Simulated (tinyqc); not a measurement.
Resonant-tunnelling diode, transfer matrices and Tsu-Esaki current: current against voltage.

Emitter (band edge 0), barrier d1, well Lw, barrier d2, collector (edge -V). The bias drops linearly over these layers and none in the contacts; each layer is cut into ns equal slices, flat at the value of their centres. E is the energy of motion across the layers, C = hbar^2/(2 m0), psi and psi'/m are continuous. Transport is coherent, T(E) is taken as independent of the transverse momentum, and charge in the well is ignored.

For the pair (psi, psi'/m) a flat layer has M = [[cos kd, (m/k) sin kd], [-(k/m) sin kd, cos kd]] with k = sqrt(m (E - U)/C) above its edge U, and M = [[cosh Kd, (m/K) sinh Kd], [(K/m) sinh Kd, cosh Kd]] with K = sqrt(m (U - E)/C) below it. Later slices stand to the left. With M acting on (psi, psi'/m) and v = k/m in each lead, T(E) = 4 vL vR/[(vL vR M12 - M21)^2 + (vR M11 + vL M22)^2]. J = J0 times the integral over E > 0 of T(E) N(E), N = ln[(1 + exp((Ef - E)/Vt))/(1 + exp((Ef - V - E)/Vt))], J0 = q^2 mw m0 kB T/(2 pi^2 hbar^3) (times 1e-4 for A/cm^2 per eV). The integral is converged to the digits shown.

Inputs (values chosen for the exercise); masses and offsets of a made-up heterostructure: temperature T = 300 K; mass in the well, spacer and contacts mw = 0.031 m0; barrier height U1 = 1.7 eV; barrier mass m1 = 0.099 m0; emitter barrier d1 = 1.3 nm; well width Lw = 3.1 nm; collector barrier d2 = 1.7 nm; slices in each layer ns = 2; Fermi energy of both contacts above their band edges Ef = 0.23 eV.

Constants: q = 1.602176634e-19 C, kB = 1.380649e-23 J/K, hbar = 1.054571817e-34 J s, m0 = 9.1093837015e-31 kg, Vt = kB T/q, hbar^2/(2 m0) = 0.0380998212 eV nm^2. Results are converted to the units shown.

Current against voltage:
```
V (V)	J (kA/cm^2)
0.075	2.130
0.195	17.54
0.315	87.63
0.435	217.4
0.555	345.4
0.675	371.5
0.794	6.084
0.914	2.926
1.034	2.269
1.154	2.104
1.274	2.167
1.393	2.402
```

What does the table show?

Among the rows the current peaks at 372 kA/cm^2 at V = 0.675 V and falls to 2.10 kA/cm^2 at 1.154 V, a ratio of 177. At zero bias the resonance lies at 0.352 eV and the centre of the well takes the share 0.467 of the bias, so the level should reach the emitter band edge near V = 0.754 V; beyond that only the tail of the broadened level (width 4.54 meV at zero bias) and off-resonant tunnelling carry current. Without scattering and space charge the valley comes out far lower than in a real diode. In 9 of the 12 rows the bias alone exceeds 0.4 V, so electrons enter the collector far above its band edge, where real bands are no longer parabolic.

Program tinyqc, `OMP_NUM_THREADS=1 python tinyqc.py 2600019 2600020 out.jsonl`; Intel Xeon 2.30GHz, shared host, one thread, about 0.05 s.
